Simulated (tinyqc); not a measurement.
## Schottky emission and Poole-Frenkel conduction in an insulator, and how to tell them apart: effect of temperature

Schottky emission (electrode-limited): J = As T^2 exp[-(pb - b sqrt(F))/Vt], b = sqrt(q/(4 pi eps0 ei)). Poole-Frenkel emission (bulk-limited): J = s0 F exp[-(pt - 2 b sqrt(F))/Vt]. F in V/cm.

Both formulas at the same field.

Parameters, values chosen for the exercise; dielectric values close to those of silicon nitride:
```
symbol,value,unit,meaning
ei,3.81,,high-frequency relative permittivity
pt,1.14,eV,trap depth
s0,0.092,S/cm,Poole-Frenkel prefactor
pb,1.06,eV,electrode barrier
As,57,A/(cm^2 K^2),Richardson constant
F,1.9,MV/cm,field
```

Constants: q = 1.602176634e-19 C, kB = 1.380649e-23 J/K, Vt = kB T/q, eps0 = 8.8541878128e-14 F/cm where lengths are in cm. Results are converted to the units shown.

Result of one run:
```
J, Schottky (A/cm^2)  J, Poole-Frenkel (A/cm^2)   ratio
0.003151                               0.009867  0.3193
```

Which temperature T gave this result: 225, 260, 300, 420 or 475 K?

T = 420 K.

The whole series:
```
T (K)  J, Schottky (A/cm^2)  J, Poole-Frenkel (A/cm^2)     ratio
225               5.243e-12                   5.156e-9  0.001017
260                1.711e-9                   3.417e-7  0.005008
300                2.539e-7                   1.244e-5   0.02041
340                1.199e-5                   1.944e-4   0.06166
380                2.577e-4                   0.001703    0.1513
420                0.003151                   0.009867    0.3193
475                 0.05079                    0.06815    0.7453
```

The Schottky current grows by 9.99 decades and the Poole-Frenkel current by 7.12, as their lowered barriers are 0.792 and 0.604 eV. A tunnelling current would hardly change over this range. For T = 225, 260, 300, 340 a Fowler-Nordheim estimate for tunnelling through pb with a mass of 0.4 m0 exceeds the Schottky current, so tunnelling, left out here, would compete. For T = 225, 260, 300, 340 a Fowler-Nordheim estimate for tunnelling through pb with a mass of 0.4 m0 exceeds the Poole-Frenkel current, so tunnelling, left out here, would compete.

Program tinyqc, `OMP_NUM_THREADS=1 python tinyqc.py 2370089 2370090 out.jsonl`; Intel Xeon 2.30GHz, shared host, one thread, about 0.01 s.
